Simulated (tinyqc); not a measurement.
# Changing the film thickness h

Model: capillary instabilities by surface diffusion: grooving and agglomeration of films, edge retraction, wire break-up and smoothing of roughness. Computed by tinyqc, a small Python program. Command: `OMP_NUM_THREADS=1 python tinyqc.py 3016665 3016666 out.jsonl dewet sweep`. One thread of a shared host (Intel(R) Xeon(R) Processor @ 2.30GHz), about 0.01 s of CPU time with the checks.

Isotropic surface energy; shapes change by surface diffusion alone.

Inputs (values chosen for the exercise, of the order of those of a gold film):

| quantity | value | unit |
|---|---|---|
| surface energy gamma_s | 1.48 | J/m^2 |
| grain-boundary energy gamma_b | 0.66 | J/m^2 |
| interface energy gamma_i | 0.74 | J/m^2 |
| contact angle on the substrate theta | 55 | degrees |
| atomic volume Omega | 17 | angstrom^3 |
| surface sites nu | 15 | 1/nm^2 |
| prefactor D0 | 9.5e-05 | m^2/s |
| activation energy Q | 0.918 | eV |
| temperature T | 510 | K |
| time t | 2500 | s |
| grain radius R | 240 | nm |

Grooves: at the surface and the interface.

Constants: k_B = 8.617333262e-05 eV/K; k_B = 1.380649e-23 J/K.

Method:
- B = D_s nu gamma_s Omega^2/(k_B T), D_s = D0 exp(-Q/(k_B T)).
- Groove angle beta: sin(beta) = gamma_b/(2 gamma). For circular grains of radius R with spherical caps the groove ends (measured from the mean surface) at the depth R g(beta), g = (2 - 3 cos beta + cos^3 beta)/(3 sin^3 beta). The film parts if R [g(beta_s) + g(beta_i)] > h.
- Mullins' isolated groove: depth below the flat surface d = 0.780 m (B t)^(1/4), m = tan(beta_s), width between the ridges 4.6 (B t)^(1/4); time to reach h: (h/(0.780 m))^4/B.
- A rim shaped as a circular segment with contact angle theta holds the area h x; its radius r obeys r^2 (theta - sin theta cos theta) = h x. To advance, the edge must carry a strip of the rim height H = r (1 - cos theta) over the rim, driven by the curvature 1/r over the distance r theta (the scaling argument of Brandon and Bradshaw): H dx/dt = B/(theta r^2) gives x^(5/2) = (5/2) B t c^(3/2)/(theta (1 - cos theta) h^(3/2)), c = theta - sin theta cos theta.

One run for each value:

| film thickness h (nm) | time to reach the substrate (s) | retraction x (nm) | final depth over h |
|---|---|---|---|
| 2.0 | 2.1514e-01 | 1792.1 | 21.183 |
| 3.3 | 1.5946e+00 | 1327.0 | 12.838 |
| 5.3 | 1.0610e+01 | 998.6 | 7.994 |
| 8.7 | 7.7033e+01 | 741.8 | 4.870 |
| 14.0 | 5.1655e+02 | 557.6 | 3.026 |
| 23.0 | 3.7628e+03 | 413.9 | 1.842 |
| 38.0 | 2.8037e+04 | 306.3 | 1.115 |
| 61.0 | 1.8617e+05 | 230.6 | 0.695 |
| 100.0 | 1.3446e+06 | 171.4 | 0.424 |

Describe and explain the trends.

Over the rows, time to reach the substrate (s) rises from 0.215 to 1.34e6 (exponent d ln y / d ln x about 4.0 throughout); retraction x (nm) falls from 1790 to 171 (exponent d ln y / d ln x about -0.60 throughout); final depth over h falls from 21.2 to 0.424 (exponent d ln y / d ln x about -1.00 throughout). The exponent of time to reach the substrate stays at 4: surface diffusion over the length h. The exponent of retraction x stays at -0.60: a thicker film has more matter to move. At fixed B a film half as thick lasts a sixteenth as long, which a drop of about 62 K makes good: the agglomeration temperature is lower for thinner films.

Caution (rows 14.0, 23.0, 38.0, 61.0, 100): the grains are too small for the surface groove ever to reach the depth h. Caution (rows 61.0, 100): the rim is not yet high against the film, as the scaling law assumes.
